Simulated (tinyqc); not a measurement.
Gate voltage for a given inversion charge.

Question. p-type body, charge-sheet picture, depletion and inversion only, full ionisation (an idealisation for deep acceptors), Boltzmann statistics (rough once Na exp(x - xn) passes about Nc/7). In units of Vt: xg = (Vg - Vfb)/Vt, x = psi/Vt, G = gamma/sqrt(Vt), xn = (2 phiF + Vc)/Vt. The implicit equation is (xg - x)^2 = G^2 [x - 1 + exp(x - xn)] for x above about 3. Cox = eps0 eox/tox. ni = sqrt(Nc Nv) exp(-Eg/(2 Vt)), Eg in volts; phiF = Vt ln(Na/ni); gamma = sqrt(2 q eps0 eps_r Na)/Cox. N_inv = (Cox Vt G/q) [sqrt(x - 1 + exp(x - xn)) - sqrt(x - 1)]. Find x - xn, psi and Vg.

Values chosen for this exercise; band and dielectric values those of a made-up semiconductor:
- T = 250 K (temperature)
- Eg = 1.23 eV (band gap)
- eps_r = 14.1 (relative permittivity)
- Nc = 1.61e19 cm^-3 (conduction-band density of states at T)
- Nv = 2.58e19 cm^-3 (valence-band density of states at T)
- eox = 3.9 (relative permittivity of the gate insulator (close to silicon dioxide))
- tox = 1.3 nm (insulator thickness)
- Na = 8e16 cm^-3 (acceptor density)
- Vfb = -0.74 V (flat-band voltage)
- Vc = 0 V (channel-body voltage)

Constants: q = 1.602176634e-19 C, kB = 1.380649e-23 J/K, Vt = kB T/q, eps0 = 8.8541878128e-14 F/cm where lengths are in cm. Results are converted to the units shown.

N_inv = 1.9e10 cm^-2

Solution. N_inv rises steadily with x, so it fixes x; the implicit equation then gives xg directly.

x - xn = 0.455
psi = 1.00 V
Vg = 0.329 V

Numbers from tinyqc (`OMP_NUM_THREADS=1 python tinyqc.py 2122171 2122172 out.jsonl`; about 0.01 s on one thread of a shared Intel Xeon 2.30GHz).
